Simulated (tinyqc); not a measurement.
From completion time back to metal thickness h: growth of a silicide layer between metal and silicon: linear-parabolic kinetics, ramp anneals and Kissinger analysis. Computed by tinyqc, a small Python program. Command: `OMP_NUM_THREADS=1 python tinyqc.py 3005392 3005393 out.jsonl silicide inv`. One thread of a shared host (Intel(R) Xeon(R) Processor @ 2.30GHz), about 0.1 s of CPU time with the checks.

One compound layer of thickness x grows by diffusion through itself and reaction at an interface, dx/dt = 1/(2x/K + 1/v), until the metal is used up at x = a h.

Inputs (values chosen for the exercise, modelled on CoSi):

| quantity | value | unit |
|---|---|---|
| silicide formed per metal thickness a | 2.02 | - |
| prefactor of the parabolic constant K | 1e+13 | nm^2/s |
| activation energy E of K | 1.84 | eV |
| prefactor of the interface velocity v | 7.8e+13 | nm/s |
| activation energy E_v | 2.02 | eV |
| temperature T | 520 | C |
| time t | 6.1 | s |

Constants: k_B = 8.617333262e-05 eV/K.

Method:
- The silicide ends at the thickness a h.
- K = K0 exp(-E/(k_B T)), v = v0 exp(-E_v/(k_B T)).
- Temperatures in kelvin are T(C) + 273.15.
- x^2/K + x/v = t, so x = (K/(2v)) [sqrt(1 + 4 v^2 t/K) - 1], capped at a h; completion time t_c = (a h)^2/K + a h/v, a h being the final thickness; crossover thickness K/v.

Question. A run gave the result below. Find the metal thickness h, known to lie between 26 and 82 nm.

completion time = 517.0289 s

Answer.

Each step takes the trial c = (a f_b - b f_a)/(f_b - f_a), f being the result less the target and a, b, c the logarithms of the listed values; c replaces end b, the old b replaces a if the sign of f changed, and otherwise f_a is halved.

Scan of the range:

| metal thickness h (nm) | completion time (s) |
|---|---|
| 26.0 | 140.21 |
| 31.5 | 204.62 |
| 38.1 | 297.93 |
| 46.2 | 436.33 |
| 55.9 | 636.70 |
| 67.7 | 931.35 |
| 82.0 | 1363.28 |

False position (Illinois rule, in the logarithm of the input) inside the bracket:

| step | end a | end b | trial | completion time (s) |
|---|---|---|---|---|
| 1 | 46.2000 | 55.9000 | 49.8858 | 508.021 |
| 2 | 55.9000 | 49.8858 | 50.2849 | 516.110 |
| 3 | 55.9000 | 50.2849 | 50.3654 | 517.751 |
| 4 | 50.2849 | 50.3654 | 50.3300 | 517.028 |
| 5 | 50.3654 | 50.3300 | 50.3300 | 517.029 |

Completion time rises at every point of a 13-point scan of the range (every second point is shown), so one value fits; it is bracketed by 46.2 and 55.9. Answer: metal thickness h = 50.33 nm.
